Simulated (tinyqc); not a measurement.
Vacuum evaporation: vapour pressure, source flux, thickness distribution, purity and step coverage: one step, computed by the program tinyqc.

Molecular flow, unit sticking of the metal, no re-evaporation. The background gas is taken as water vapour (18.015 g/mol, collision diameter 0.37 nm) at 300 K.

Question. Scattering and purity. Mean free path lambda = k_B T_g/(sqrt2 pi d^2 p); unscattered share exp(-h/lambda); gas arrival p/sqrt(2 pi m_g k_B T_g); impurity ratio = sticking x gas arrival/metal arrival; monolayer time = 1e15 cm^-2/(sticking x gas arrival).

Inputs (values chosen for the exercise, modelled on nickel, with constants for the liquid):
```
quantity,value,unit
source temperature T,1850,K
source-to-wafer distance h,60,cm
background pressure p,7e-07,Pa
sticking of background gas,0.2,-
```

arrival rate at the centre = 2.204765e+14 1/(cm^2 s)

Constants: k_B = 1.380649e-23 J/K; u = 1.6605390666e-27 kg.

Give: mean free path; unscattered share; gas arrival rate; impurity ratio; monolayer time.

Answer.

mean free path = 9728 m

unscattered share = 0.9999

gas arrival rate = 2.509e+12 1/(cm^2 s)

impurity ratio = 0.002276

monolayer time = 1993 s
